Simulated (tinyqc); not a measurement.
# Changing the sink density n

Model: solubility, supersaturation, precipitation and gettering of an impurity in a silicon-like host. Computed by tinyqc, a small Python program. Command: `OMP_NUM_THREADS=1 python tinyqc.py 3009320 3009321 out.jsonl ripen sweep`. One thread of a shared host (Intel(R) Xeon(R) Processor @ 2.30GHz), about 0.01 s of CPU time with the checks.

The wafer was saturated at T1 and is then held at T.

Inputs (values chosen for the exercise, modelled on nickel in silicon): site density N0 = 5e+22 1/cm^3; enthalpy of solution H = 1.69 eV; entropy of solution S = 3.3 k_B; diffusion prefactor D0 = 0.0021 cm^2/s; migration energy Q = 0.481 eV; temperature of saturation T1 = 1250 K; anneal temperature T = 811 K; initial sink radius r0 = 54 nm; impurity density in the precipitate C_p = 2.5e+22 1/cm^3; interface energy gamma = 0.5 J/m^2; anneal time t = 8.8 s.

Constants: k_B = 8.617333262e-05 eV/K; k_B = 1.380649e-23 J/K.

Method:
- C_eq(T) = N0 exp(S/k_B - H/(k_B T)); D(T) = D0 exp(-Q/(k_B T)); C0 = C_eq(T1). Supersaturation s = C0/C_eq(T); critical radius r* = 2 gamma/(C_p k_B T ln s); barrier W* = (4 pi/3) gamma r*^2. Strain energy is left out.
- tau0 = 1/(4 pi n r0 D); C_fixed(t) = C_eq + (C0 - C_eq) exp(-t/tau0). If all excess precipitates, the final radius is r_f = [r0^3 + 3 (C0 - C_eq)/(4 pi n C_p)]^(1/3), with tau_f = 1/(4 pi n r_f D).
- Growing sinks: with y = r/r_f and y0 = r0/r_f, dy/dt = (1 - y^3)/(3 tau_f y), which integrates to t/tau_f = F(y) - F(y0), F(y) = (1/2) ln[(1 + y + y^2)/(1 - y)^2] - sqrt(3) arctan[(2y + 1)/sqrt(3)]; the share of the excess left is (1 - y^3)/(1 - y0^3), and C(t) = C_eq + (C0 - C_eq) x share.

One run for each value:
```
sink density n (1/cm^3)  final radius r_f (nm)   tau_f (s)  C(t) with growing sinks (1/cm^3)
9.70e+06                                589.66  6.4605e+01                        2.0192e+17
4.00e+07                                368.00  2.5103e+01                        1.8384e+17
1.70e+08                                227.97  9.5350e+00                        1.2506e+17
7.00e+08                                144.17  3.6616e+00                        3.1977e+16
2.90e+09                                 94.46  1.3490e+00                        5.0572e+14
1.20e+10                                 68.62  4.4877e-01                        4.2660e+13
5.00e+10                                 58.21  1.2697e-01                        4.2659e+13
2.10e+11                                 55.06  3.1958e-02                        4.2659e+13
```

Over the rows, final radius r_f (nm) falls from 590 to 55.1 (exponent d ln y / d ln x -0.33 between the first rows and -0.039 between the last); tau_f (s) falls from 64.6 to 0.0320 (exponent d ln y / d ln x -0.67 between the first rows and -0.96 between the last); C(t) with growing sinks (1/cm^3) falls from 2.02e17 to 4.27e13, flat over part of the range. At the low end the exponent of final radius r_f is -0.33, close to -0.33: a fixed amount shared among n sinks. At the low end the exponent of tau_f is -0.67, close to -0.67: n r_f goes as n^(2/3). At the high end the exponent of tau_f is -0.96, close to -1: fixed radius.  Left out: 8.70e11 (growth negligible, or long complete).

Caution (all rows): the barrier to homogeneous nucleation is below 35 k_B T for these inputs, so new precipitates would form and outnumber the fixed sinks assumed here.
